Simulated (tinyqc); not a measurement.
From results back to parameters: alloy A(1-x)B(x) by interpolation with bowing. Three cases, with inputs chosen for the exercise.

Problem. An unstrained alloy A(1-x)B(x) follows Vegard, a(x) = (1 - x) a_A + x a_B, and E(x) = (1 - x) E_A + x E_B - C x (1 - x) at Gamma. Its lattice constant and gap are given.

Case 1.

Values chosen (out of a larger set: A near InP, B near GaP; not measured data): a = (5.869, 5.45) angstrom (lattice constant of A, B); Eg = (1.434, 2.9) eV (gap at Gamma to the s-like level of A, B).

a(x) = 5.521230 angstrom
gap at Gamma = 2.556525 eV

Case 2.

Values chosen (out of a larger set: A near InAs, B near GaAs; not measured data): a = (6.055, 5.647) angstrom (lattice constant of A, B); Eg = (0.417, 1.524) eV (gap at Gamma to the s-like level of A, B).

a(x) = 5.700040 angstrom
gap at Gamma = 1.324784 eV

Case 3.

Values chosen (out of a larger set: A near InAs, B near InSb; not measured data): a = (6.062, 6.488) angstrom (lattice constant of A, B); Eg = (0.423, 0.236) eV (gap at Gamma to the s-like level of A, B).

a(x) = 6.390020 angstrom
gap at Gamma = 0.152029 eV

Find: x; linear part of the gap; C.

Solution. x = (a - a_A)/(a_B - a_A); the bowing is the shortfall against the linear part divided by x (1 - x).

Case 1.

x = 0.830
linear part of the gap = 2.6508 eV
C = 0.668 eV

Case 2.

x = 0.870
linear part of the gap = 1.3801 eV
C = 0.489 eV

Case 3.

x = 0.770
linear part of the gap = 0.2790 eV
C = 0.717 eV

Computed by tinyqc, one run a case: `OMP_NUM_THREADS=1 python tinyqc.py N N+1 out.jsonl` with N = 1080810, 1080811, 1080839; one thread of a shared Intel(R) Xeon(R) Processor @ 2.30GHz, about 0.01 s a run at most.
